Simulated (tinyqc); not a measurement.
Sublattice potential against complex hopping: Haldane model. Computed by the program tinyqc. H_AA = delta - 2 t2 sum cos(k.b + phi), H_BB = -delta - 2 t2 sum cos(k.b - phi), H_AB = -t1 (1 + exp(-i k.a1) + exp(-i k.a2)), b = a1, a2 - a1, -a2, m = 3 sqrt3 t2 sin(phi); the sign of the Chern number follows the orientation k1 then k2.

Honeycomb lattice:
```
parameter,value
t1 (eV),2.880000
t2 (eV),0.420000
phi (rad),2.100000
```

Gaps at the two valleys (eV) and Chern number of the lower band (12 x 12 mesh):
```
delta,gap 2|delta - m|,gap 2|delta + m|,Chern number
-3.3910,10.5497,3.0143,0
-2.4490,8.6657,1.1303,0
-1.1300,6.0277,1.5077,-1
0.0000,3.7677,3.7677,-1
0.7540,2.2597,5.2757,-1
1.4130,0.9417,6.5937,-1
2.3550,0.9423,8.4777,0
3.7680,3.7683,11.3037,0
```

What does the comparison show, and why?

Here |m| = 1.8839 eV. For |delta| < |m| the two valleys have masses of opposite sign and the Chern number is +/-1; one gap closes at |delta| = |m|, and beyond it the band is trivial.
